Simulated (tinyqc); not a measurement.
Worked calculation: plane-wave Kohn-Sham cycle with exchange-only LDA in a layered model solid. Computed by tinyqc, a small Python program that keeps every step. Settings: points = 16, plane-wave index or count = 3, electrons = 4, k points = 2, area = 27.0, mixing = 0.5, iteration cap = 54. Command: `OMP_NUM_THREADS=1 python tinyqc.py 26754 26755 out.jsonl` (the two numbers bound the seeds that draw the settings). One thread of a shared host (Intel(R) Xeon(R) Processor @ 2.60GHz), about 0.02 s of CPU time with the checks.

A solid whose potential varies along x alone (atomic units):
```
parameter                      value
period a                   17.300000
cross-section of the cell  27.000000
electrons per cell                 4
grid points                       16
plane waves -n..n, n               3
k points                           2
V1 in V1 cos(2 pi x/a)     -0.260000
```

Stop when sqrt(dV sum R^2) is below 1e-8, dV = a A/N.

Course of the cycle:
```
iteration  E (hartree)  norm of the residual
1            -0.957388              1.72e-01
2            -1.154093              2.43e-01
3            -1.567601              2.32e-01
4            -1.022765              2.23e-01
5            -1.480608              2.25e-01
6            -1.048335              2.27e-01
7            -1.496729              2.26e-01
8            -1.043359              2.26e-01
9            -1.493243              2.26e-01
10           -1.044462              2.26e-01
11           -1.493995              2.26e-01
...                ...                   ...
44           -1.044284              2.26e-01
45           -1.493882              2.26e-01
46           -1.044284              2.26e-01
47           -1.493882              2.26e-01
48           -1.044284              2.26e-01
49           -1.493882              2.26e-01
50           -1.044284              2.26e-01
51           -1.493882              2.26e-01
52           -1.044284              2.26e-01
53           -1.493882              2.26e-01
54           -1.044284              2.26e-01
```

Can the last value be used, and what does the course show?

Not by the stop rule. Not converged within 54 iterations: the residual has stopped falling: the iteration swings between two states. Reruns (cap 100 unless said): mixing 0.1: not converged; mixing 0.5, Kerker q0 1.0: converged in 49 (E = -0.59961); mixing 0.3, Pulay depth 5: converged in 15 (E = -0.59961); the original settings with a cap of 400: not converged.
